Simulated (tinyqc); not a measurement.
What moves the results: optical gain and spontaneous emission in a bulk direct-gap semiconductor. A value that a table varies takes the place of the one given here.

Parabolic bands, vertical transitions, no excitons. For each hole band j: mr = me mj/(me + mj); joint density of states J_j(E) = (mr/c)^(3/2) sqrt(E - Eg)/(2 pi^2), both spins, c = hbar^2/2m0; averaged matrix element |e.p|^2 = m0 Ep/6; alpha_j(E) = 4 pi^2 alpha_f c Ep J_j/(3 nr E) in 1/angstrom (alpha_f the fine-structure constant, listed as alpha among the constants), times 1e8 for 1/cm.

F_j(eta) = (1/Gamma(j + 1)) integral_0^infinity x^j dx/(1 + exp(x - eta)), which tends to exp(eta) for eta << 0.

Quasi-Fermi levels: n = Nc F_1/2(Fc/kT) and p = Nv F_1/2(Fv/kT), Fc counted up from the conduction edge and Fv down from the valence edge; Nc, Nv from N = 2 (m kB T/(4 pi c))^(3/2) with c = hbar^2/2m0, in 1/angstrom^3; times 1e24 for 1/cm^3, with me and (mhh^(3/2) + mlh^(3/2))^(2/3).

For band j the electron sits at Ee = (E - Eg) mr/me above its edge and the hole at Eh = (E - Eg) mr/mj; fe = 1/(1 + exp((Ee - Fc)/kT)), fh = 1/(1 + exp((Eh - Fv)/kT)); gain g = sum_j alpha_j (fe + fh - 1).

Spontaneous rate: R = integral of (nr E/(hbar c))^2/(pi^2 hbar) sum_j alpha_j fe fh dE, with alpha in 1/cm and (nr E/(hbar c))^2 in 1/cm^2 (1e16 per 1/angstrom^2); B = R/(n p); lifetime n/R.

Constants: hbar^2/2m0 = 3.80998211 eV angstrom^2; fine-structure constant alpha = 0.007297352564; kB = 8.617333262e-05 eV/K; hbar = 6.58211957e-16 eV s; hbar c = 1973.269805 eV angstrom.

Parameters, chosen for this exercise (near those of GaAs; not measured data):

| symbol | value | unit | meaning |
|---|---|---|---|
| Eg | 1.447 | eV | direct gap |
| me | 0.0689 | m0 | electron mass |
| mhh | 0.482 | m0 | heavy-hole mass |
| mlh | 0.0818 | m0 | light-hole mass |
| Ep | 25.4 | eV | Kane energy |
| nr | 3.61 |  | refractive index |
| T | 250 | K |  |
| n | 7.9e+17 | 1/cm^3 | injected density, n = p |

## Peak gain against injection

The peak is the largest g over E; a dash marks no gain.

Gain:

| n (1/cm^3) | Fc (eV) | Fv (eV) | peak gain (1/cm) | peak E - Eg (eV) | B (cm^3/s) |
|---|---|---|---|---|---|
| 4.7e+17 | 0.0168 | -0.0571 | - | - | 3.10e-10 |
| 7.5e+17 | 0.0328 | -0.0468 | - | - | 2.91e-10 |
| 1.1e+18 | 0.0482 | -0.0381 | 52 | 0.0035 | 2.71e-10 |
| 1.3e+18 | 0.0559 | -0.0343 | 159 | 0.0078 | 2.61e-10 |
| 1.7e+18 | 0.0696 | -0.0281 | 404 | 0.0158 | 2.43e-10 |
| 2.2e+18 | 0.0848 | -0.0220 | 710 | 0.0250 | 2.25e-10 |
| 2.8e+18 | 0.1012 | -0.0161 | 1053 | 0.0349 | 2.06e-10 |
| 3.8e+18 | 0.1258 | -0.0084 | 1558 | 0.0490 | 1.83e-10 |

transparency density (Fc + Fv = 0) = 9.42e+17 1/cm^3

Gain starts at 9.42e+17 1/cm^3, where Fc = -Fv = 0.0417 eV: with Nv/Nc = 20 the electrons must be degenerate before the holes are. The slope of peak gain against n is 5.33e-16 cm^2 between the first two rows with gain and 5.04e-16 between the last two; the peak moves from 0.0035 to 0.0490 eV above the gap as the bands fill, and B falls by a factor 1.70. Line broadening and gap shrinkage are left out.

## Gain spectrum

At the density n.

Spectrum:

| E - Eg (eV) | alpha, empty (1/cm) | fe, heavy | fh, heavy | g (1/cm) |
|---|---|---|---|---|
| 0.005 | 1882 | 0.804 | 0.105 | -169 |
| 0.010 | 2652 | 0.770 | 0.102 | -329 |
| 0.020 | 3725 | 0.690 | 0.097 | -747 |
| 0.030 | 4531 | 0.597 | 0.092 | -1300 |
| 0.045 | 5494 | 0.446 | 0.085 | -2340 |
| 0.060 | 6280 | 0.305 | 0.078 | -3514 |
| 0.080 | 7157 | 0.163 | 0.070 | -5044 |
| 0.100 | 7898 | 0.080 | 0.063 | -6359 |
| 0.130 | 8834 | 0.025 | 0.054 | -7884 |
| 0.170 | 9852 | 0.005 | 0.043 | -9315 |
| 0.220 | 10872 | 0.001 | 0.032 | -10557 |

Fc + Fv = -0.0109 eV

No listed energy has gain; the carriers only bleach the edge. At 0.220 eV above the gap g is -0.97 times the absorption of the empty crystal, whose limit is -1.

## Transparency density and B against temperature

Eg is held fixed; B is taken at n = 1e15 1/cm^3.

Results:

| T (K) | transparency density (1/cm^3) | Fc/kT there | B (cm^3/s) |
|---|---|---|---|
| 100 | 2.38e+17 | 1.934 | 1.36e-09 |
| 150 | 4.38e+17 | 1.934 | 7.45e-10 |
| 200 | 6.74e+17 | 1.934 | 4.86e-10 |
| 250 | 9.42e+17 | 1.934 | 3.50e-10 |
| 300 | 1.24e+18 | 1.934 | 2.67e-10 |
| 350 | 1.56e+18 | 1.934 | 2.13e-10 |
| 400 | 1.91e+18 | 1.934 | 1.75e-10 |
| 500 | 2.66e+18 | 1.934 | 1.26e-10 |

Fc/kT at transparency stays at 1.934, since it depends on Nv/Nc alone, so the density goes as T^1.50. B goes as T^-1.48, against T^-1.5 for non-degenerate carriers: hot carriers spread over k and fewer pairs share a wave vector.

## What moves transparency and gain

Transparency is Fc + Fv = 0; the peak is the largest g over E at the density n (0 if none). Each row changes one parameter from the base and keeps the others.

Results:

| case | transparency density (1/cm^3) | Fc + Fv (eV) | peak gain (1/cm) |
|---|---|---|---|
| base | 9.42e+17 | -0.0109 | 0 |
| me = 0.0792 m0 | 1.08e+18 | -0.0185 | 0 |
| mhh = 0.289 m0 | 7.28e+17 | 0.0050 | 23 |
| Ep = 27.9 eV | 9.42e+17 | -0.0109 | 0 |
| T = 290 K | 1.18e+18 | -0.0278 | 0 |
| n = 1.03e+18 1/cm^3 | 9.42e+17 | 0.0058 | 23 |
| nr = 3.79 | 9.42e+17 | -0.0109 | 0 |

The largest shifts from the base row, up to three for each result and ties (the steps differ in size, so this ranks the rows, not the parameters). transparency density (1/cm^3): T +2.35e+17, mhh -2.14e+17, me +1.35e+17; unchanged at the printed digits by Ep, n and nr. Fc + Fv (eV): T -0.0169, n +0.0166, mhh +0.0158; unchanged at the printed digits by Ep and nr. peak gain (1/cm): mhh +23, n +23; unchanged at the printed digits by me, Ep, T and nr.

Computed by tinyqc, a small Python program: `OMP_NUM_THREADS=1 python tinyqc.py 1680392 1680393 out.jsonl` (the numbers bound the seed that draws the inputs); one thread of a shared host (Intel(R) Xeon(R) Processor @ 2.30GHz), about 0.07 s for the whole set of steps.
